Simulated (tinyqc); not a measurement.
## Gate voltage for a given inversion charge

Inverse problem. p-type body, charge-sheet picture, depletion and inversion only, full ionisation (an idealisation for deep acceptors), Boltzmann statistics (rough once Na exp(x - xn) passes about Nc/7). In units of Vt: xg = (Vg - Vfb)/Vt, x = psi/Vt, G = gamma/sqrt(Vt), xn = (2 phiF + Vc)/Vt. The implicit equation is (xg - x)^2 = G^2 [x - 1 + exp(x - xn)] for x above about 3. Cox = eps0 eox/tox. ni = sqrt(Nc Nv) exp(-Eg/(2 Vt)), Eg in volts; phiF = Vt ln(Na/ni); gamma = sqrt(2 q eps0 eps_r Na)/Cox. N_inv = (Cox Vt G/q) [sqrt(x - 1 + exp(x - xn)) - sqrt(x - 1)]. Find x - xn, psi and Vg.

Values chosen for this exercise; band and dielectric values close to those of silicon: temperature T = 300 K; band gap Eg = 1.11 eV; relative permittivity eps_r = 11.9; conduction-band density of states at T Nc = 2.78e19 cm^-3; valence-band density of states at T Nv = 2.65e19 cm^-3; relative permittivity of the gate insulator (close to silicon dioxide) eox = 3.9; insulator thickness tox = 2.3 nm; acceptor density Na = 1.3e18 cm^-3; flat-band voltage Vfb = -0.55 V; channel-body voltage Vc = 1 V.

Constants: q = 1.602176634e-19 C, kB = 1.380649e-23 J/K, Vt = kB T/q, eps0 = 8.8541878128e-14 F/cm where lengths are in cm. Results are converted to the units shown.

N_inv = 1.3e10 cm^-2

Answer. N_inv rises steadily with x, so it fixes x; the implicit equation then gives xg directly.

x - xn = -1.09
psi = 1.92 V
Vg = 1.98 V

Computed by the program tinyqc: `OMP_NUM_THREADS=1 python tinyqc.py 2122087 2122088 out.jsonl`, one thread of a shared Intel Xeon 2.30GHz, about 0.01 s for the whole run.
